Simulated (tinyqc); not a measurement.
Shrinking the pitch: stress in a transistor channel from embedded alloy regions, liners and fins, by half-space elasticity. Computed by tinyqc, a small Python program. Command: `OMP_NUM_THREADS=1 python tinyqc.py 3006013 3006014 out.jsonl stressor walk`. One thread of a shared host (Intel(R) Xeon(R) Processor @ 2.30GHz), about 0.01 s of CPU time with the checks.

Plane strain in an isotropic half-space, the same constants everywhere; x along the channel from its centre, y downwards from the free surface; stress is positive in tension.

Inputs (values chosen for the exercise, modelled on silicon):
```
quantity,value,unit
alloy fraction x,0.25,-
"lattice change per unit x, beta",0.041,-
Young's modulus E,158,GPa
Poisson ratio nu,0.24,-
channel length L,18,nm
length of each stressor S,105,nm
recess depth d,75,nm
depth of the field point y,2.2,nm
```

Stressor: Si(1-x)Ge(x) source and drain.

Method:
- Misfit e = beta x. A fully constrained inclusion holds the stress -p with p = E e/(1 - 2 nu); a blanket film would hold -E e/(1 - nu) in the plane.
- A line element dA of misfit at (a, c) in the half-space gives, with C = E e/(2 pi (1 - nu)), X = x - a, r1^2 = X^2 + (y - c)^2, r2^2 = X^2 + Y^2, Y = y + c: s_xx = -C dA {[X^2 - (y - c)^2]/r1^4 + 3 [X^2 - Y^2]/r2^4 + 4 y Y (Y^2 - 3 X^2)/r2^6}, s_yy = C dA {[X^2 - (y - c)^2]/r1^4 - [X^2 - Y^2]/r2^4 + 4 y Y (Y^2 - 3 X^2)/r2^6}. These are integrated over two rectangles, L/2 < |a| < L/2 + S, 0 < c < d (closed form in a, 200 Gauss-Legendre points in c).
- L and S are scaled together at fixed d, then S alone, then L alone.

misfit e = 0.01025

S_xx at the centre (MPa):
```
scale,L and S scaled,S alone,L alone
0.35,130.3,-629.2,-1060.7
0.50,-520.6,-969.5,-1340.3
0.70,-1152.0,-1340.5,-1571.3
1.00,-1746.2,-1746.2,-1746.2
1.40,-2173.4,-2100.2,-1833.1
2.00,-2452.0,-2416.4,-1839.6
3.00,-2543.4,-2692.4,-1737.9
```

What does the comparison show, and why?

Halving S alone keeps 0.56 of the stress, halving L alone gives 0.77, and halving both 0.30: a shorter channel brings the walls closer but puts y deeper relative to L, where the surface amplifies less, a shorter stressor brings its far wall, which pulls the other way, closer too. Neighbouring devices are left out.
